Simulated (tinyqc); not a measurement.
Hole subbands of a hard-walled well, four-band Luttinger model, step by step. Values are carried at full precision from step to step, so a last printed digit may differ when a step is redone from the rounded ones.

Constants: hbar^2/2m0 = 3.80998211 eV angstrom^2.

Parameters, chosen for this exercise (near those of AlAs; shifted at random, so the results belong to these values and not to a real crystal): g1 = 3.78 (Luttinger gamma1); g2 = 0.82 (gamma2); L = 155 angstrom (well width along [001]); Zs = 0 eV (shear strain energy); g3 = 1.43 (gamma3); k = 0.0224 1/angstrom (wave vector in the plane); N = 3 (sines for each component); kmax = 0.049 1/angstrom (end of the path).

## Levels at k = 0

R and S vanish: HHn = c (g1 - 2 g2)(n pi/L)^2 - Zs and LHn = c (g1 + 2 g2)(n pi/L)^2 + Zs, c = hbar^2/2m0, hole energies counted downwards. Sort HH1 to HH4 and LH1, LH2.

Levels:
```
subband  E (eV)
HH1      0.0033
LH1      0.0085
HH2      0.0134
HH3      0.0301
LH2      0.0339
HH4      0.0536
```

The top subband is HH1, 5.1 meV from LH1.

## The matrix at one k

Hole energies are counted downwards from the unstrained band edge, c = hbar^2/2m0. After the usual block transformation one block is H = [[P + Q - Zs, R - i S], [R + i S, P - Q + Zs]] in (heavy, light), with P +/- Q = c [(g1 +/- g2) k^2 + (g1 -/+ 2 g2) kz^2], R = sqrt(3) c gR k^2, S = 2 sqrt(3) c g3 k kz, kz = -i d/dz; axial approximation gR = (g2 + g3)/2. Zs = b (e_par - e_perp) is the shear part of the strain (the hydrostatic part shifts all levels alike and is left out). Basis sqrt(2/L) sin(n pi z/L), n = 1 to N, for each component: kz^2 gives (n pi/L)^2 and the heavy-light block is R delta_nm - 2 sqrt(3) c g3 k D_nm with D_nm = 4 n m/(L (n^2 - m^2)) for n + m odd, 0 otherwise. The other block has the same levels. The split-off band is left out.

Fill in the 2N x 2N matrix, in meV.

H(k) (meV), lower triangle:
```
       h1     h2      h3     l1     l2     l3
h1  12.14
h2      0  22.19
h3      0      0   38.94
l1   3.73  -7.27       0  14.14
l2   7.27   3.73  -13.09      0  39.59
l3      0  13.09    3.73      0      0  82.01
```

## Levels and mixing

Diagonalise; give the four lowest hole energies and the weight of the heavy component (the first half of the basis) in each.

levels (meV): 6.85  11.38  24.61  27.88

heavy weight: 0.535  0.707  0.602  0.643

The most mixed of the four is number 1, with 54 % heavy character. Against 60 sines these levels lie 0.1, 0.1, 0.9 and 2.1 meV too high: the small basis lacks the higher sines, which carry the upper levels.

## Dispersion in the plane

N = 20, nine points from 0 to kmax.

Hole energies (meV):
```
k (1/angstrom)     E1     E2     E3     E4  heavy weight of 1  heavy weight of 2
0.0000           3.35   8.48  13.40  30.15              1.000              0.000
0.0061           3.85   8.21  14.53  28.42              0.992              0.113
0.0123           5.09   8.23  17.24  26.51              0.902              0.311
0.0184           6.19   9.68  20.91  25.62              0.640              0.612
0.0245           7.13  12.18  25.38  26.03              0.500              0.723
0.0306           8.47  14.58  27.58  30.80              0.451              0.687
0.0367          10.35  16.63  29.57  37.15              0.427              0.619
0.0429          12.81  18.67  31.48  43.46              0.411              0.566
0.0490          15.84  20.99  33.36  48.33              0.400              0.529
```

At small k the hole energy falls in subbands 2 and 4: an electron-like mass, caused by repulsion from a deeper subband. E2 - E1 is smallest, 3.1 meV, at k = 0.0123 of the points listed. The top subband goes from 1.00 to 0.40 in heavy weight.

## Mass of HH1 in the plane

Second order in k: 1/m = g1 + g2 - sum_n 12 c g3^2 D_1n^2/(LHn - HH1) over even n up to 60, with D_1n = 4n/(L (n^2 - 1)) in size, LHn - HH1 = c [(g1 + 2 g2) n^2 - (g1 - 2 g2)](pi/L)^2 + 2 Zs, c = hbar^2/2m0.

LHn - HH1 for n = 2, 4, 6 (meV): 30.6  132.4  302.0
terms for n = 2, 4, 6: 0.9048  0.0334  0.0061
sum of all terms = 0.9479
mass without mixing, 1/(g1 + g2) = 0.2174 m0
1/m with mixing = 3.6521 1/m0

Mixing with the light holes takes m from 0.217 to 0.274 m0. LH1 lies only 5.1 meV away and couples from order k^2 on, so this mass holds only very near k = 0.

## Checks

- 1/m of HH1 from the full matrix (N = 60) at small k against second order: both 3.652.
- The 2 x 2 block with gR = g2 (k along [100]) for a plane wave (k, 0, pi/L) against the bulk heavy-hole formula, eV: both 0.00410.
- Lowest level at the given k on a real-space grid of 240 points against 60 sines, eV: both 0.0068.

tinyqc: `OMP_NUM_THREADS=1 python tinyqc.py 1251308 1251309 out.jsonl`; about 0.1 s, one thread, shared Intel(R) Xeon(R) Processor @ 2.30GHz.
